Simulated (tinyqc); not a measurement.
Comparisons within one model: band offset from the macroscopic average of a supercell potential. A value that a table varies takes the place of the one given here.

A model of the planar-averaged electrostatic energy of an electron in a periodic cell of N1 periods of A (L1 = N1 n1 h) and N2 periods of B (L2 = N2 n2 h), on z_j = j h: V(z) = f VA + (1 - f) VB + F t(z), VA = V1[0] + V1[1] cos(2 pi z/(n1 h)) + V1[2] cos(4 pi z/(n1 h)), VB the same with V2, n2 and z - L1. f = [tanh(z/w) - tanh((z - L1)/w) + tanh((z - L1 - L2)/w)]/2 + 1/2; t(z) = z - L1/2 in A and (L1/L2)(L1 + L2/2 - z) beyond, so that the cell is periodic.

Running mean over n points, periodic: for odd n the plain mean of the n points centred on j; for even n the n + 1 points with half weight at both ends. The macroscopic average applies the mean over n1 points and then over n2 points.

dEv = Ev(A) - Ev(B) = Ev1 - (dV + Ev2); dEc = Ec(B) - Ec(A) = Eg2 - Eg1 - dEv. The correction of a gap, c = Eg[1] - Eg[0], lowers the valence top by fv c and leaves dV, a ground-state quantity, as it is. Type I: dEv and dEc of one sign; II: opposite signs; III: no overlap of the gaps.

Parameters, chosen for this exercise (gaps near those of Si and Ge; shifted at random, so the results belong to these values and not to a real crystal): h = 0.3 angstrom (grid step); n1 = 5 (grid points per period of A); n2 = 7 (grid points per period of B); V1 = (-4.24, 3.17, 0.21) eV (mean and two harmonics of the potential in A); V2 = (-9.9, 4.16, 0.11) eV (the same in B); w = 0.34 angstrom (width of the interfaces); N1 = 4 (periods of A); N2 = 4 (periods of B); F = 0.015 eV/angstrom (slope in A from opposite charges on the two interfaces); Ev1 = 4.68 eV (valence top of bulk A above its mean potential); Eg1 = (0.62, 1.21) eV (gap of A: semi-local value, corrected value); Ev2 = 10.88 eV (valence top of bulk B above its mean potential); Eg2 = (0.1, 0.73) eV (gap of B: semi-local value, corrected value).

## How thick the regions must be

N1 = N2 = N, no slope (F = 0); dV is read at j = floor(N n1/2) and N n1 + floor(N n2/2). The exact value is V2[0] - V1[0].

Results:
```
N  L1 (angstrom)  dV (eV)  error (meV)
1           1.50  -2.7983      2861.67
2           3.00  -5.2842       375.84
3           4.50  -5.6557         4.33
4           6.00  -5.6599         0.08
5           7.50  -5.6600         0.00
6           9.00  -5.6600         0.00
```

What can be read from the table?

The error is below 10 meV from N = 3 on. The two windows together span 3.60 angstrom and must fit between the interface tails, which fall as exp(-2 z/w); the errors at N = 2, 3 and 4 are 375.84, 4.33 and 0.08 meV.

## The choice of windows

dV read at j = 10 and 34 after means over the numbers of points listed; ripple is the spread over the five points around each.

Results:
```
windows  dV (eV)  ripple in A (meV)  ripple in B (meV)
none      -4.770               5889               5301
5 only    -4.188                 18               1787
7 only    -4.946               1321                 13
6 only    -4.630                775                748
6, 8      -5.800                146                 94
5, 7      -5.660                 18                 13
```

Which rows can be used, and how does a wrong window show?

The last row matches both periods and lies 0 meV from the value of a thick cell, V2[0] - V1[0] = -5.660 eV. Against it the raw potential errs by +0.89 eV. No other row is within 20 meV of it. A window one point too long leaves a ripple of 775 meV in A, against 18 meV in the last row (of which the slope F makes 18 meV): the ripple is the sign to look for. Rows to use, with under 30 meV of ripple in both regions once the tilt is taken off: 5, 7. A row with a large ripple can hit the right value only by chance.

## Where the gap correction goes

dV = B - A = -5.6599 eV

fv1 and fv2 are varied.

Offsets (eV):
```
fv1  fv2     dEv     dEc
0.0  0.0  -0.540   0.060
0.5  0.5  -0.520   0.040
1.0  1.0  -0.500   0.020
0.0  1.0   0.090  -0.570
1.0  0.0  -1.130   0.650
0.3  0.7  -0.276  -0.204
```

What does this show?

dEv + dEc = -0.480 eV in every row, but dEv alone spans 1.22 eV, the sum of the two corrections. A scissor on the conduction bands alone (first row) keeps the semi-local dEv; with equal shares fv the shift is fv times the difference of the corrections, +0.04 eV, against their sum of 1.22 eV: most of the error cancels if the shares are alike.

Run: tinyqc, `OMP_NUM_THREADS=1 python tinyqc.py 1850268 1850269 out.jsonl`; Intel(R) Xeon(R) Processor @ 2.30GHz, one thread, shared host; about 0.01 s of CPU time with all checks.
